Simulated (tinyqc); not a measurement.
Inside a calculation. Model: composition and strain of an epitaxial Si(1-x)Ge(x) layer from Raman and X-ray peaks. Computed by tinyqc, a small Python program that keeps every step. Command: `OMP_NUM_THREADS=1 python tinyqc.py 3016595 3016596 out.jsonl epiraman walk`. One thread of a shared host (Intel(R) Xeon(R) Processor @ 2.30GHz), about 0.01 s of CPU time with the checks. Intermediate numbers are printed to about 6 digits and carried at full precision; extremes and crossings named in words are read from the listed rows.

A (001) layer, biaxially strained in the plane. The Raman peaks follow empirical lines omega = w0 + c1 x + c3 x^3 + b eps (c3 for Si-Ge alone), with eps the in-plane strain.

Inputs (values chosen for the exercise, modelled on silicon-germanium):

| quantity | value | unit |
|---|---|---|
| Ge fraction x | 0.36 | - |
| degree of relaxation R | 0 | - |
| lattice constant of Si | 5.431 | angstrom |
| lattice constant of Ge | 5.658 | angstrom |
| bowing B | 0.025 | angstrom |
| 2 C12/C11 of Si | 0.776 | - |
| 2 C12/C11 of Ge | 0.755 | - |
| Si-Si: w0 | 520.8 | 1/cm |
| Si-Si: c1 | -65.3 | 1/cm |
| Si-Si: strain coefficient b | -766 | 1/cm |
| Si-Ge: w0 | 400.2 | 1/cm |
| Si-Ge: c1 | 24.6 | 1/cm |
| Si-Ge: c3 | -32.5 | 1/cm |
| Si-Ge: strain coefficient b | -564 | 1/cm |
| Ge-Ge: w0 | 280.3 | 1/cm |
| Ge-Ge: c1 | 18.7 | 1/cm |
| Ge-Ge: strain coefficient b | -455 | 1/cm |
| uncertainty of a Raman peak | 0.1 | 1/cm |
| X-ray wavelength | 1.540598 | angstrom |

Substrate: silicon. Pair of peaks used: Si-Ge and Ge-Ge.

## Lattice constants and strain

Relaxed lattice constant a(x) = a_Si + (a_Ge - a_Si) x - B x (1 - x). In-plane constant a_par = a_sub + R (a(x) - a_sub); eps = a_par/a(x) - 1; eps_perp = -(2 C12/C11) eps with 2 C12/C11 linear in x; a_perp = a(x) (1 + eps_perp).

relaxed constant a(x) = 5.50696 angstrom

substrate constant a_sub = 5.431 angstrom

a_par = 5.431 angstrom

in-plane strain eps = -13.7935 per mille

strain along the normal = 10.5994 per mille

a_perp = 5.56533 angstrom

The layer is under compression in the plane and is stretched along the normal.

## Raman peaks

Insert x and eps in the three lines; the strain part is b eps.

Si-Si peak = 507.858 1/cm

Si-Ge peak = 415.319 1/cm

Ge-Ge peak = 293.308 1/cm

strain parts (1/cm): Si-Si 10.5658, Si-Ge 7.7795, Ge-Ge 6.2760

Read as unstrained, the Si-Si peak would give x = 0.198 in place of 0.36.

## X-ray (004) reflection

Bragg angle theta = arcsin(2 lambda/a) for (004), for the substrate with a_sub and the layer with a_perp; separation in arc seconds.

theta of the substrate = 34.5646 degree

theta of the layer = 33.6172 degree

separation, layer less substrate = -3410.71 arcsec

## Back from two peaks to composition and strain

Unknowns x and eps (per mille). Newton steps: J d = (measured - model), J = [d omega/dx, d omega/d eps] for the two peaks; start at x = 0.5, eps = 0; stop when |d| < 1e-9. The peaks are rounded to 0.001 per cm; R = (a(x)(1 + eps) - a_sub)/(a(x) - a_sub).

peaks used (1/cm): Si-Ge 415.319, Ge-Ge 293.308

Iterations:

| step | x | eps (per mille) | residual 1 (1/cm) | residual 2 (1/cm) |
|---|---|---|---|---|
| 0 | 0.500000 | 0.0000 | 6.88150e+00 | 3.658 |
| 1 | 0.397747 | -12.2420 | 4.74965e-01 | 0.000 |
| 2 | 0.363832 | -13.6359 | 4.33384e-02 | 0.000 |
| 3 | 0.360059 | -13.7910 | 5.03260e-04 | 0.000 |
| 4 | 0.360014 | -13.7928 | 7.06258e-08 | 0.000 |
| 5 | 0.360014 | -13.7928 | 0 | 0.000 |

recovered x = 0.360014

recovered eps = -13.7928 per mille

recovered R = 0

## Which pair of peaks is best

For each pair invert J = [d omega/dx, d omega/d eps] at the true x. Independent errors of the given size in both peaks give sigma_x and sigma_eps = uncertainty x (norm of the rows of the inverse of J).

Error propagation:

| pair | det J | sigma_x | sigma_eps (per mille) |
|---|---|---|---|
| Si-Si and Si-Ge | 45.9936 | 0.00206819 | 0.144339 |
| Si-Si and Ge-Ge | 44.0357 | 0.00202323 | 0.154249 |
| Si-Ge and Ge-Ge | 5.10318 | 0.0142000 | 0.435017 |

The pair Si-Si and Ge-Ge fixes x best (sigma_x = 0.0020) and Si-Ge and Ge-Ge worst (0.014), a factor 7.0. Strain moves all peaks the same way, so a good pair needs different ratios of composition slope to strain coefficient, best of opposite sign; the slopes here are -65.3, 12.0 and 18.7 per cm for Si-Si, Si-Ge and Ge-Ge. Errors in the coefficients themselves are not counted.

## Relaxation at fixed composition

(004) Bragg angle theta = arcsin(2 lambda/a), with a = a_perp for the layer and a_sub for the substrate; separation = layer less substrate. The apparent x is the one that a fully strained layer (R = 0) would need to give the same a_perp.

Signatures:

| R | eps (per mille) | Si-Si (1/cm) | Ge-Ge (1/cm) | a_perp (angstrom) | (004) separation (arcsec) | apparent x if R = 0 is assumed |
|---|---|---|---|---|---|---|
| 0.00 | -13.7935 | 507.858 | 293.308 | 5.56533 | -3410.71 | 0.360000 |
| 0.15 | -11.7244 | 506.273 | 292.367 | 5.55658 | -3194.56 | 0.337350 |
| 0.30 | -9.6554 | 504.688 | 291.425 | 5.54782 | -2977.57 | 0.314595 |
| 0.50 | -6.8967 | 502.575 | 290.170 | 5.53615 | -2686.94 | 0.284086 |
| 0.70 | -4.1380 | 500.462 | 288.915 | 5.52447 | -2394.81 | 0.253383 |
| 0.85 | -2.0690 | 498.877 | 287.973 | 5.51572 | -2174.72 | 0.230225 |
| 1.00 | 0.0000 | 497.292 | 287.032 | 5.50696 | -1953.77 | 0.206953 |

Full relaxation moves the Si-Si peak by -10.57 per cm and shrinks the X-ray separation to 57 % of its strained value, about 1/(1 + 2 C12/C11). A symmetric reflection alone cannot part x from R: a relaxed layer read as strained gives x = 0.207 in place of 0.36. An asymmetric reflection or a second peak is needed.

Checks made by the program: recovered composition (relative difference 4e-05).
